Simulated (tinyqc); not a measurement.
Rise against time: self-heating of a transistor with one or more fingers, with temperature-dependent conductivity. Computed by tinyqc, a small Python program. Command: `OMP_NUM_THREADS=1 python tinyqc.py 3008775 3008776 out.jsonl selfheat walk`. One thread of a shared host (Intel(R) Xeon(R) Processor @ 2.30GHz), about 0.05 s of CPU time with the checks.

N long parallel fingers lie on the top face of a slab whose bottom is held at T_0; the top is otherwise insulated, and heat flows in two dimensions. P in W/mm is 1000 P in W/m.

Inputs (values chosen for the exercise, modelled on gallium oxide): conductivity at the base temperature kappa_0 = 17.4 W/(m K); power per gate width P = 0.13 W/mm; fingers N = 8; finger pitch s = 45 micrometre; width of the heat source w = 0.65 micrometre; substrate thickness t = 270 micrometre; heat capacity C = 3.39 1e6 J/(m^3 K); pulse length = 5.8 microsecond.

Power: power rises with temperature.

Method:
- A line source of power P on the top face raises the top at distance x by (P/(pi kappa_0)) g(x), g(x) = -ln tanh(pi x/(4 t)) (the image sum for the slab). On a strip of width w the centre sees the mean of g over the strip, g_0 = 1 + ln(8 t/(pi w)) for w much below t.
- theta_i = (P/(pi kappa_0)) [g_0 + sum over j != i of g(|i - j| s)], with equal powers and constant conductivity; thermal resistance = largest theta/P.
- After switching on, theta(tau) = (P D/kappa_0) int_0^tau X(u) Z(u) du at the hottest finger, D = kappa_0/C; X = sum over fingers at distance x of [erf((x + w/2)/r) - erf((x - w/2)/r)]/(2 w), Z = sum_(j=-200..200) (-1)^j exp(-(2 j t/r)^2)/sqrt(pi D u), r = 2 sqrt(D u); trapezoid rule on 300 points evenly spaced in ln u from u_0 = 1e-3 min(tau, w^2/D) to tau, plus the exact piece 2 sqrt(u_0/(pi D))/w below u_0. Conductivity and power are held at their base values here, and Fourier's law is used even where the diffusion length is near a phonon free path.

diffusivity D = 5.13274 micrometre^2/microsecond

theta of each finger (K): [34.2018, 38.2833, 40.5206, 41.5442, 41.5442, 40.5206, 38.2833, 34.2018]

largest theta = 41.5442 K

Heating curve:
```
time (microsecond)  sqrt(D time) (micrometre)  rise (K)  share of the steady rise
0.014                                 0.26806    3.0203                    0.0727
0.14                                  0.84769    5.6347                    0.1356
1.4                                    2.6806    8.3596                    0.2012
14                                     8.4769    11.097                    0.2671
140                                    26.806    14.755                    0.3552
710                                    60.368     20.98                     0.505
2800                                   119.88    30.299                    0.7293
8500                                   208.87    38.421                    0.9248
21000                                  328.31    41.286                    0.9938
```

What does the comparison show, and why?

Half the steady rise is reached between 140 and 710 microseconds, and the last row holds 99.4 % of it; the slowest time constant is 4 t^2/(pi^2 D) = 5760 microseconds. While the diffusion length lies between w and the pitch or thickness, the rise grows as the logarithm of time; once it nears the pitch of 45 micrometre the neighbours add their heat.

Extremes, crossings and ranges named in words are read from the listed rows.
